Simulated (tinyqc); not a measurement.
Order-disorder in a binary alloy on two sublattices: Bragg-Williams and pair (quasi-chemical) approximations. Changing the temperature T. Computed by tinyqc, a small Python program. Command: `OMP_NUM_THREADS=1 python tinyqc.py 3009085 3009086 out.jsonl order sweep`. One thread of a shared host (Intel(R) Xeon(R) Processor @ 2.30GHz), about 0.01 s of CPU time with the checks.

All z = 8 neighbours of a site lie on the other sublattice. B fills the sublattices with x + eta/2 and x - eta/2; energies are per site, from the pure components: u = -z w y with y the probability of an A-B bond taken in one order.

Inputs (values chosen for the exercise, for a model alloy): ordering energy w = (e_AA + e_BB)/2 - e_AB = 20.1 meV; fraction x of B = 0.5.

Lattice: bcc (B2 order, z = 8). Method: plain iteration, 400 steps.

scattering factors f_A, f_B (electrons): 32  78

Constants: k_B = 8.617333262e-05 eV/K.

Method:
- Bragg-Williams: u = -z w [x (1 - x) + eta^2/4]; minimising f gives ln[a (1 - b)/(b (1 - a))] = 2 z w eta/(k_B T) =: ln Q, a = x + eta/2, b = x - eta/2. For given Q this is a quadratic for eta, (Q - 1) eta^2/4 - (Q + 1) eta/2 + (Q - 1) x (1 - x) = 0, smaller root: the map eta -> phi(eta).
- Plain iteration eta = phi(eta), 400 steps at most; start at 0.999 times 2x; stop when |phi - eta| < 1e-10.
- a = x + eta/2, b = x - eta/2; u = -z w [x (1 - x) + eta^2/4]; s/k_B = [s2(a) + s2(b)]/2, s2(c) = -c ln c - (1 - c) ln(1 - c); gain on ordering = f(eta) - f(0), f = u - T s. Superlattice over fundamental intensity = [eta (f_B - f_A)/2]^2/[(1 - x) f_A + x f_B]^2.

One run for each value; columns: (1) temperature T (K); (2) order parameter eta; (3) B fraction on the A sublattice; (4) entropy s (k_B/site); (5) gain on ordering (meV/site); (6) intensity ratio:
```
(1)      (2)      (3)      (4)          (5)      (6)
314  0.99459  0.00270  0.01869  -2.1517e+01  0.17299
388  0.98241  0.00880  0.05039  -1.7307e+01  0.16878
462  0.95932  0.02034  0.09935  -1.3356e+01  0.16094
536  0.92254  0.03873  0.16388  -9.7675e+00  0.14884
610  0.86907  0.06547  0.24175  -6.6342e+00  0.13208
683  0.79583  0.10209  0.32964  -4.0658e+00  0.11076
757  0.69360  0.15320  0.42822  -2.0574e+00  0.08413
831  0.54717  0.22641  0.53491  -7.0417e-01  0.05236
905  0.29645  0.35178  0.64854  -5.3991e-02  0.01537
```

Over the rows, order parameter eta falls from 0.995 to 0.296 (exponent d ln y / d ln x -0.058 between the first rows and -7.2 between the last); B fraction on the A sublattice rises from 0.00270 to 0.352 (exponent d ln y / d ln x 5.6 between the first rows and 5.2 between the last); entropy s (k_B/site) rises from 0.0187 to 0.649 (exponent d ln y / d ln x 4.7 between the first rows and 2.3 between the last). Near T_c mean-field theory gives eta^2 linear in T_c - T; from the last two rows eta^2 extrapolates to zero at 935.7 K, against T_c = 933.0 K.

Caution (rows 683, 757, 831, 905): T is near or above the T_c of the better pair approximation, so the true long-range order is lower than Bragg-Williams gives.
